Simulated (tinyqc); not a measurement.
Ion-assisted plasma etching: sheath, surface coverage, synergy and aspect-ratio dependence: one step, computed by the program tinyqc. Command: `OMP_NUM_THREADS=1 python tinyqc.py 3010543 3010544 out.jsonl etch walk`. One thread of a shared host (Intel(R) Xeon(R) Processor @ 2.30GHz), about 0.06 s of CPU time with the checks.

Radicals adsorb on bare sites; ions remove covered sites with a high yield and bare sites by sputtering; a slow spontaneous reaction acts everywhere, walls included.

Question. Rate at the floor of the feature. Transmission of a long trench, rough form: K = (1 + ln(1 + A))/(1 + A + ln(1 + A)), walls that scatter diffusely without loss. With a loss probability S = s (1 - theta) at the floor, G_b/G_n = K/(K + S - K S); theta follows G_b, and the two are solved together. Ions are taken to reach the floor unshadowed; G_b replaces G_n in every term of the rate; A is depth over width. Steady coverage: s G_n (1 - theta) = x Y G_i theta; removal flux = Y G_i theta + Y_p G_i (1 - theta) + k_c G_n; rate = flux/N, 1 cm/s = 6e8 nm/min.

Inputs (values chosen for the exercise, close to those used for silicon in a halogen plasma): gas temperature T_g = 300 K; sticking coefficient s = 0.24; radicals per removed unit x = 3; spontaneous reaction probability k_c = 0.00024; solid density N = 5e+22 1/cm^3; aspect ratio A = 35.

Feature: long trench.

yield Y = 5.092801

sputter yield Y_p = 0.3129832

ion flux G_i = 4.393292e+15 1/(cm^2 s)

radical flux G_n = 1.831539e+16 1/(cm^2 s)

vertical rate = 32.04101 nm/min

Give: transmission K; G_b/G_n; coverage at the floor; rate at the floor; floor rate over open-field rate.

Answer.

transmission K = 0.1158

G_b/G_n = 0.3583

coverage at the floor = 0.02293

rate at the floor = 22.30 nm/min

floor rate over open-field rate = 0.6959

The lag is 30 %. Caution: a sheath of several millimetres is collisional at usual pressures, which lowers the ion energy and widens the angles. Caution: at this aspect ratio many ions strike the walls, so ion shadowing, left out here, adds to the lag. Caution: the trench transmission is an interpolation between the limits 1 and ln(A)/A, good to tens of per cent.
